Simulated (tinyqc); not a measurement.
What each parameter does: square lattice in a magnetic field (Harper-Hofstadter model).

Landau gauge, lattice period 1: the magnetic cell has q sites j = 0 to q - 1 along x. H_jj = -2 ty cos(ky + 2 pi p j/q), H_(j,j+1) = -tx, and the bond from q - 1 back to 0 is H_(q-1,0) = -tx exp(i q kx). The levels depend on k only through cos(q kx) and cos(q ky), so the band edges lie at (0, 0) and (pi/q, pi/q).

Parameters, chosen for this exercise: p = 2 (flux per plaquette p/q, in units of h/e); q = 7; tx = 1.8 meV (hopping along x); ty = 0.6 meV (hopping along y).

Bottom and width of band 1, the first gap and the total width of all bands.

One parameter was then changed.

Results before and after:
```
case     bottom (meV)  width (meV)  first gap (meV)  total width (meV)
base          -3.7598       0.3097           0.0075             4.8315
changed       -3.6908       0.3289           0.0039             5.4098
```

Which of these changes was made? (a) p = 5; (b) tx = 2.16 meV; (c) q = 9; (d) ty = 0.45 meV.
Answer: (d) ty = 0.45 meV. Of the candidates, run in turn, only this one gives the changed row.

All candidates:
```
case           bottom (meV)  width (meV)  first gap (meV)  total width (meV)
base                -3.7598       0.3097           0.0075             4.8315
tx = 2.16 meV       -4.4541       0.3875           0.0060             6.2580
ty = 0.45 meV       -3.6908       0.3289           0.0039             5.4098
p = 5               -3.7598       0.3097           0.0075             4.8315
q = 9               -3.8284       0.1614           0.0007             4.8083
```

Flux p/q and 1 - p/q have the same spectrum: reversing the field leaves it alone, and one whole quantum is a gauge change.

Run: tinyqc, `OMP_NUM_THREADS=1 python tinyqc.py 1250760 1250761 out.jsonl`; Intel(R) Xeon(R) Processor @ 2.30GHz, one thread, shared host; about 0.07 s of CPU time with all checks.
